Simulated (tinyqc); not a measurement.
# From one set of inputs to another, one input at a time

Model: leakage through a gate insulator: direct, Fowler-Nordheim, trap-assisted and Poole-Frenkel currents. Computed by tinyqc, a small Python program. Command: `OMP_NUM_THREADS=1 python tinyqc.py 3005499 3005500 out.jsonl oxideleak ladder`. One thread of a shared host (Intel(R) Xeon(R) Processor @ 2.30GHz), about 0.01 s of CPU time with the checks.

Electrons enter from the cathode Fermi level at x = 0; the conduction band of the insulator lies phi_b - e F x above it, F = V/t. WKB exponents use a parabolic band with mass m.

The inputs printed are set A. Inputs not listed in the table keep their values of set A, so the rows need not describe a real material.

Inputs (values chosen for the exercise, with an insulator like SiO2):
```
quantity,value,unit
thickness t,5.2,nm
barrier phi_b,3.14,eV
tunnelling mass m,0.44,m_0
static constant eps_ox,4.02,-
voltage across the insulator V,1.4,V
trap depth phi_t,2.2,eV
trap density N_t,7e+18,cm^-3
attempt rate nu_0,6e+13,1/s
activation of capture E_a,0.26,eV
temperature T,400,K
```

Constants: hbar^2/(2 m_0) = 3.80998212 eV angstrom^2; e = 1.602176634e-19 C; hbar = 1.054571817e-34 J s; k_B = 8.617333262e-05 eV/K.

Method:
- For a level a distance phi(x) below the band, the WKB exponent is 2 int kappa dx with kappa = sqrt(m phi/(hbar^2/2m_0)); for a linear barrier from phi_1 down to phi_2 = max(phi_1 - e F d, 0) it is G = (4/3) sqrt(m/(hbar^2/2m_0)) (phi_1^(3/2) - phi_2^(3/2))/(e F).
- J_tun = e^3 F^2/(16 pi^2 hbar m phi_b) x exp(-G) / [1 - sqrt(phi_2/phi_b)]^2 with the free-electron mass in the cathode (m in m_0), phi_2 = max(phi_b - e V, 0): direct tunnelling for e V < phi_b, Fowler-Nordheim above. Image forces, back-flow and the limit on supply are left out, so J_tun is overstated below about 0.5 V.
- Equivalent oxide thickness = 3.9 t/eps_ox.
- A trap at depth x lies phi_t below the band. Capture: tunnel at the cathode Fermi level from 0 to x (G_in from phi_1 = phi_b), rate nu_0 exp(-G_in - E_c/k_B T) with E_c = E_a + max(phi_b - phi_t - e F x, 0), the last term being the height of the trap above the cathode Fermi level. Emission: tunnel from the trap level to the anode (G_out from phi_1 = phi_t over t - x), rate nu_0 exp(-G_out - E_a/k_B T). Re-emission to the cathode follows from detailed balance, rate_back = rate_in exp(dE/k_B T) with dE = phi_b - phi_t - e F x. Each trap passes R = rate_in rate_out/(rate_in + rate_back + rate_out) electrons per second; filling from the anode is left out.
- J_TAT = e N_t int_0^t R dx by the midpoint rule on 400 intervals; the most effective depth is the midpoint with the largest R, rounded to 0.01 nm.
- J = J_tun + J_TAT (the Poole-Frenkel bound is not added); the ratio J/J_tun is the excess that stress-made traps add.

Each row keeps all changes above it:
```
input moved,from,to,tunnelling current J_tun (A/cm^2),trap-assisted current J_TAT (A/cm^2),total current J (A/cm^2)
set A,-,-,1.5856e-16,4.3699e-13,4.3715e-13
temperature T (K),400,300,1.5856e-16,5.3533e-15,5.5119e-15
trap density N_t (cm^-3),7e+18,1.3e+19,1.5856e-16,9.9419e-15,1.0100e-14
trap depth phi_t (eV),2.2,1.7,1.5856e-16,1.5546e-22,1.5856e-16
voltage across the insulator V (V),1.4,5.4,3.4407e-03,3.6142e-05,3.4769e-03
activation of capture E_a (eV),0.26,0.098,3.4407e-03,1.9032e-02,2.2473e-02
thickness t (nm),5.2,8.6,1.6059e-10,1.6462e-06,1.6463e-06
barrier phi_b (eV),3.14,2.29,8.3182e-04,2.7766e-02,2.8597e-02
```

Which inputs carry the difference?

Tunnelling current J_tun goes from 1.59e-16 to 8.32e-4, a factor 5.25e12 in all. The largest single move comes from voltage across the insulator V (a factor 2.17e13), and thickness t works against it (a factor 4.67e-8). Trap-assisted current J_TAT goes from 4.37e-13 to 0.0278, a factor 6.35e10 in all. The largest single move comes from voltage across the insulator V (a factor 2.32e17), and trap depth phi_t works against it (a factor 1.56e-8). Total current J goes from 4.37e-13 to 0.0286, a factor 6.54e10 in all. The largest single move comes from voltage across the insulator V (a factor 2.19e13), and thickness t works against it (a factor 7.33e-5). The single moves hold for this order of the switches; the total does not depend on the order.

Caution (rows trap depth phi_t): a current below about 1e-15 A/cm^2 is not measurable.

Extremes, crossings and ranges named in words are read from the listed rows.
